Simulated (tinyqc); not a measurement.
# Changing the grain size L

Model: grain-boundary trapping model (Seto) of a polycrystalline semiconductor film. Computed by tinyqc, a small Python program. Command: `OMP_NUM_THREADS=1 python tinyqc.py 3007033 3007034 out.jsonl poly sweep`. One thread of a shared host (Intel(R) Xeon(R) Processor @ 2.30GHz), about 0.01 s of CPU time with the checks.

Grains of equal size L are joined by thin boundaries with one trap level. Trapped carriers deplete a width W on each side and raise a barrier, crossed by thermionic emission. Dopants are fully ionised, statistics are non-degenerate and mu_g does not depend on T.

Inputs (values chosen for the exercise, modelled on polycrystalline SiGe):

| quantity | value | unit |
|---|---|---|
| permittivity eps | 13.5 | - |
| effective mass m | 0.29 | m_0 |
| effective density of states at 300 K, N_c | 1.5e+19 | 1/cm^3 |
| trap density Q_t | 1e+12 | 1/cm^2 |
| trap level E_t below the band edge | 0.39 | eV |
| doping N | 1.9e+19 | 1/cm^3 |
| mobility inside the grains mu_g | 160 | cm^2/(V s) |
| temperature T | 300 | K |

Grain interior: resistance included.

Constants: k_B = 8.617333262e-05 eV/K; e = 1.602176634e-19 C; eps_0 = 8.8541878128e-12 F/m; m_0 = 9.1093837015e-31 kg; k_B = 1.380649e-23 J/K.

Method. N_c(T) = N_c (T/300 K)^(3/2). Filled traps Q = Q_t/(1 + (1/2) exp((E_t* - E_F)/k_B T)), where E_t* = e V_B - E_t and E_F are counted from the band edge at the grain centre. Partial depletion: Q = 2 N W, V_B = e N W^2/(2 eps eps_0), E_F = k_B T ln(N/N_c); solve for W. If that W would exceed L/2 the grain is fully depleted: W = L/2, Q = N L, and E_F follows from the trap equation. Centre density n_0 = N_c exp(E_F/k_B T). Boundary: sigma_b = L e^2 n_0 exp(-e V_B/k_B T)/sqrt(2 pi m k_B T); drift through the grain, depleted parts included: rho_g = [(1 - 2W/L) + (2W/L) int_0^1 exp(y^2 s^2) ds]/(e n_0 mu_g); rho = 1/sigma_b + rho_g. Mean carrier density n_av = n_0 [(1 - 2W/L) + (2W/L) (sqrt(pi)/2) erf(y)/y], y = sqrt(e V_B/k_B T); effective mobility 1/(e n_av rho).

One run for each value:

| grain size L (nm) | resistivity rho (ohm cm) | barrier V_B (V) | effective mobility (cm^2/(V s)) | depletion width W (nm) |
|---|---|---|---|---|
| 10 | 0.0038134 | 8.8183e-04 | 86.19 | 0.26316 |
| 18 | 0.0030311 | 8.8183e-04 | 108.41 | 0.26316 |
| 32 | 0.0026032 | 8.8183e-04 | 126.21 | 0.26316 |
| 56 | 0.0023675 | 8.8183e-04 | 138.77 | 0.26316 |
| 100 | 0.0022292 | 8.8183e-04 | 147.37 | 0.26316 |
| 180 | 0.0021509 | 8.8183e-04 | 152.73 | 0.26316 |
| 320 | 0.0021081 | 8.8183e-04 | 155.83 | 0.26316 |
| 560 | 0.0020846 | 8.8183e-04 | 157.59 | 0.26316 |
| 1000 | 0.0020707 | 8.8183e-04 | 158.64 | 0.26316 |

Over the rows, resistivity rho (ohm cm) falls from 0.00381 to 0.00207 (exponent d ln y / d ln x -0.39 between the first rows and -0.011 between the last); barrier V_B (V) does not change; effective mobility (cm^2/(V s)) rises from 86.2 to 159 (exponent d ln y / d ln x 0.39 between the first rows and 0.011 between the last). The exponent of barrier V_B stays at 0: partial depletion.

Caution (all rows): E_F is within 2 k_B T of the band edge, so non-degenerate statistics fail, and tunnelling through so thin a barrier adds to the current. Caution (all rows): e V_B is below 2 k_B T, where the depletion approximation fails and the mean density does not balance the trapped charge.
